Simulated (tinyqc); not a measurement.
Hubbard chain of 3 sites, step by step. One step of it, computed by the program tinyqc.

Task: Mean-field iteration 1. H(up) = T + U n(down), H(down) = T + U n(up); fill the lowest levels; n(new) = n + mixing (n(out) - n); E = tr T (rho up + rho down) + U sum n_up n_down of the output.

one-body matrix (hopping and site energies) (eV), order 1, 2, 3:
$$\begin{pmatrix}
0.000000 & -0.590000 & 0.000000 \\
-0.590000 & 0.000000 & -0.590000 \\
0.000000 & -0.590000 & 0.000000
\end{pmatrix}$$

U = 4.900000 eV

electrons, up and down: [2, 1]

mixing = 0.500000

n(up) at the start (a guess, not normalised): 1 1.000000, 2 0.217000, 3 1.000000

n(down) at the start (a guess): 1 0.000000, 2 0.783000, 3 0.000000

Give: levels, up; levels, down; energy; n(up) after iteration 1; n(down) after iteration 1.

Result:

levels, up (eV): [-0.174, 0.000, 4.010]

levels, down (eV): [0.890, 4.900, 5.074]

energy = -0.272 eV

n(up) after iteration 1: 1 0.990, 2 0.129, 3 0.990

n(down) after iteration 1: 1 0.010, 2 0.871, 3 0.010
